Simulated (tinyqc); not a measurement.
Composition and strain of an epitaxial Si(1-x)Ge(x) layer from Raman and X-ray peaks: one step, computed by the program tinyqc. Command: `OMP_NUM_THREADS=1 python tinyqc.py 3017240 3017241 out.jsonl epiraman walk`. One thread of a shared host (Intel(R) Xeon(R) Processor @ 2.30GHz), about 0.01 s of CPU time with the checks.

A (001) layer, biaxially strained in the plane. The Raman peaks follow empirical lines omega = w0 + c1 x + c3 x^3 + b eps (c3 for Si-Ge alone), with eps the in-plane strain.

Problem. Lattice constants and strain. Relaxed lattice constant a(x) = a_Si + (a_Ge - a_Si) x - B x (1 - x). In-plane constant a_par = a_sub + R (a(x) - a_sub); eps = a_par/a(x) - 1; eps_perp = -(2 C12/C11) eps with 2 C12/C11 linear in x; a_perp = a(x) (1 + eps_perp).

Inputs (values chosen for the exercise, modelled on silicon-germanium):
```
quantity                value      unit
Ge fraction x            0.82         -
degree of relaxation R   0.44         -
lattice constant of Si  5.431  angstrom
lattice constant of Ge  5.658  angstrom
bowing B                0.024  angstrom
2 C12/C11 of Si         0.775         -
2 C12/C11 of Ge         0.756         -
```

Substrate: germanium.

Give: relaxed constant a(x); substrate constant a_sub; a_par; in-plane strain eps; strain along the normal; a_perp.

Solution.

relaxed constant a(x) = 5.6136 angstrom

substrate constant a_sub = 5.658 angstrom

a_par = 5.6385 angstrom

in-plane strain eps = 4.4295 per mille

strain along the normal = -3.3638 per mille

a_perp = 5.5947 angstrom

The layer is under tension in the plane and is shortened along the normal.
